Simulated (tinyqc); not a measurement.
Surface potential of a MOS transistor: implicit equation and explicit approximations: one step of the calculation.

p-type body, charge-sheet picture, depletion and inversion only, full ionisation (an idealisation for deep acceptors), Boltzmann statistics (rough once Na exp(x - xn) passes about Nc/7). In units of Vt: xg = (Vg - Vfb)/Vt, x = psi/Vt, G = gamma/sqrt(Vt), xn = (2 phiF + Vc)/Vt. The implicit equation is (xg - x)^2 = G^2 [x - 1 + exp(x - xn)] for x above about 3. Cox = eps0 eox/tox.

Problem. Scales. ni = sqrt(Nc Nv) exp(-Eg/(2 Vt)), Eg in volts; phiF = Vt ln(Na/ni); gamma = sqrt(2 q eps0 eps_r Na)/Cox; VT = Vfb + Vt (xn + G sqrt(xn - 1)).

Values chosen for this exercise; band and dielectric values close to those of silicon: temperature T = 350 K; band gap Eg = 1.12 eV; relative permittivity eps_r = 11.9; conduction-band density of states at T Nc = 3.53e19 cm^-3; valence-band density of states at T Nv = 3.28e19 cm^-3; relative permittivity of the gate insulator (close to silicon dioxide) eox = 3.9; insulator thickness tox = 2.4 nm; acceptor density Na = 1.9e18 cm^-3; flat-band voltage Vfb = -0.39 V; channel-body voltage Vc = 0 V; gate-body voltage Vg = 1.79 V.

Constants: q = 1.602176634e-19 C, kB = 1.380649e-23 J/K, Vt = kB T/q, eps0 = 8.8541878128e-14 F/cm where lengths are in cm. Results are converted to the units shown.

Give: phiF; gamma; G; xn; VT; xg.

Solution.

phiF = 0.4730 V
gamma = 0.5567 V^0.5
G = 3.205
xn = 31.36
VT = 1.089 V
xg = 72.28

Range of the model: The electron quasi-Fermi level lies less than 2 Vt below the band edge at the surface, or above it, where degeneracy and confinement, left out, matter.

Computed by the program tinyqc: `OMP_NUM_THREADS=1 python tinyqc.py 2122154 2122155 out.jsonl`, one thread of a shared Intel Xeon 2.30GHz, about 0.01 s for the whole run.
